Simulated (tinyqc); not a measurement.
## CMOS inverter, nodal equation and switching: effect of the temperature

An n-channel pull-down (bn, VTn) and a p-channel pull-up (bp, VTp) share the input Vin and the output node Vout, which carries the load C. Transistor (EKV form, voltages against the body): I = 2 n b Vt^2 [F(vp - Vs) - F(vp - Vd)] from drain to source, F(v) = ln^2(1 + exp(v/(2 Vt))), vp = (Vg - VT + sg |Vd - Vs|)/n. n-channel bodies are at 0; for the p-channel device all voltages are counted down from Vdd. b in uA/V^2 gives I in uA. Static: In = Ip. Transient: C dVout/dt = Ip - In. No velocity saturation, no gate capacitance beyond C.

VM solves In = Ip with Vin = Vout; VIL and VIH are the inputs of gain -1, NML = VIL - Vout(VIH), NMH = Vout(VIL) - VIH. For a step input the delay to Vdd/2 is tHL = C times the integral of dV/(In - Ip) from Vdd/2 to Vdd at Vin = Vdd, and tLH likewise with Ip - In from 0 to Vdd/2 at Vin = 0. Thresholds, gain factors and n are held fixed.

Values chosen for this exercise:

| symbol | value | unit | meaning |
|---|---|---|---|
| Vdd | 0.75 | V | supply voltage |
| n | 1.24 |  | slope factor |
| sg | 0.047 |  | drain-induced barrier lowering |
| VTn | 0.32 | V | n-channel threshold |
| VTp | 0.39 | V | p-channel threshold (magnitude) |
| bn | 390 | uA/V^2 | gain factor of the pull-down transistor |
| bp | 390 | uA/V^2 | gain factor of the pull-up transistor |
| C | 2.6 | fF | load capacitance |

Constants: q = 1.602176634e-19 C, kB = 1.380649e-23 J/K, Vt = kB T/q. Results are converted to the units shown.

Results:
```
T (K),VM (V),gain at VM,NML (V),NMH (V),tHL (ps),tLH (ps)
220,0.3416,-21.28,0.2878,0.3578,29.78,41.54
280,0.3416,-21.28,0.2804,0.3504,29.78,41.52
310,0.3416,-21.27,0.2767,0.3467,29.78,41.50
340,0.3416,-21.26,0.2729,0.3429,29.78,41.47
370,0.3416,-21.25,0.2692,0.3392,29.77,41.43
400,0.3416,-21.21,0.2654,0.3354,29.76,41.36
430,0.3416,-21.15,0.2616,0.3316,29.75,41.28
```

Estimate the missing row, T = 250 K.

Computed row:
```
T (K),VM (V),gain at VM,NML (V),NMH (V),tHL (ps),tLH (ps)
250,0.3416,-21.28,0.2841,0.3541,29.78,41.53
```

With this row back in the table: As T goes from 220 to 430 K, VM stays near 0.342 V, the size of the gain falls from 21.3 to 21.1, tHL stays near 29.8 ps and tLH falls from 41.5 to 41.3 ps. The smaller margin is largest, 0.288 V, at T = 220 K among the rows.

Program tinyqc, `OMP_NUM_THREADS=1 python tinyqc.py 2340092 2340093 out.jsonl`; Intel Xeon 2.30GHz, shared host, one thread, about 0.04 s.
